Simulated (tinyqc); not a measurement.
# Resistance of a source-drain extension with a graded tip: two studies

y runs along the channel, the gate covers y > 0. The doping is N0 for y < y0 and N0 10^(-(y - y0)/la) beyond, uniform over the depth xj. Sheet conductance s(y) = q mu(N) max(N - Nch, 0) xj + (for y > 0) ma Cox Vo, with mu(N) = u0 + (u1 - u0)/(1 + (N/Nr)^au) and Cox = eps0 eox/tox. Current is taken as one-dimensional; depletion of the tip, spreading and the contact are left out. The metallurgical junction lies at yj, where N = Nch.

Parameters, values chosen for the exercise; mobility law close to that of electrons in silicon: relative permittivity of the gate insulator (close to silicon dioxide) eox = 3.9; insulator thickness tox = 1.2 nm; active doping of the extension far from the gate N0 = 1.2e20 cm^-3; lateral abruptness la = 4.6 nm/decade; position under the gate where the fall begins (gate edge at 0) y0 = 3.9 nm; depth of the extension xj = 27 nm; channel doping Nch = 4.9e17 cm^-3; spacer length Ls = 23 nm; gate overdrive Vo = 0.58 V; mobility of the gate-induced layer ma = 150 cm^2/(V s); mobility at low doping u1 = 1414 cm^2/(V s); mobility at high doping u0 = 68.5 cm^2/(V s); reference doping Nr = 9.2e16 cm^-3; exponent au = 0.711; gate length Lg = 50 nm.

Constants: q = 1.602176634e-19 C, eps0 = 8.8541878128e-14 F/cm where lengths are in cm. Results are converted to the units shown.

Each table varies one quantity; the others keep the values above.

## Abruptness at a fixed junction position

R_spacer = integral of dy/s from -Ls to 0, R_ov from 0 to yj, R_channel = (Lg - 2 yj)/(ma Cox Vo), R_total = 2 R_spacer + 2 R_ov + R_channel. Electrical length L_eff = ma Cox dR_total/d(1/Vo); R_series = R_total - L_eff/(ma Cox Vo). y0 is moved with la so that yj stays at 14.889 nm.

The same in every row: yj (nm) = 14.89; R_channel (ohm um) = 80.77.

Abruptness at a fixed junction position:
```
la (nm/decade)	R_spacer (ohm um)	R_ov (ohm um)	R_total (ohm um)	L_eff (nm)	R_series (ohm um)
1	5.804	7.093	106.6	21.57	20.42
2.3	5.804	11.72	115.8	23.18	23.24
3.6	5.804	16.34	125.1	24.79	26.06
4.9	5.804	20.97	134.3	26.40	28.88
6.1	5.804	25.24	142.9	27.88	31.48
7.4	6.174	29.55	152.2	29.47	34.51
8.7	7.568	33.08	162.1	30.96	38.40
10	10.06	35.91	172.7	32.31	43.64
```

What does the table show?

As la goes from 1 to 10 nm/decade, R_total rises from 107 to 173 ohm um, R_spacer rises from 5.80 to 10.1 ohm um and R_ov rises from 7.09 to 35.9 ohm um. R_total changes on average by 7.35 ohm um for each nm/decade. L_eff exceeds the metallurgical length by 1.34 nm in the first row and 12.1 nm in the last, since the gate also controls the lightly doped tips.

## Effect of the depth of the extension

Same model as above.

The same in every row: yj (nm) = 14.89; R_channel (ohm um) = 80.77.

Effect of the depth of the extension:
```
xj (nm)	R_spacer (ohm um)	R_ov (ohm um)	R_total (ohm um)	L_eff (nm)	R_series (ohm um)
4	39.18	37.60	234.3	34.24	97.58
5.6	27.98	34.35	205.4	32.57	75.34
7.7	20.35	31.28	184.0	31.07	59.91
11	14.25	27.89	165.0	29.49	47.24
15	10.45	25.03	151.7	28.21	39.05
21	7.462	22.04	139.8	26.91	32.27
29	5.404	19.31	130.2	25.79	27.20
40	3.918	16.76	122.1	24.78	23.14
```

What does the comparison show?

As xj goes from 4 to 40, R_total falls from 234 to 122 ohm um, L_eff falls from 34.2 to 24.8 nm and R_series falls from 97.6 to 23.1 ohm um.

Numbers from tinyqc (`OMP_NUM_THREADS=1 python tinyqc.py 2282292 2282293 out.jsonl`; about 0.03 s on one thread of a shared Intel Xeon 2.30GHz).
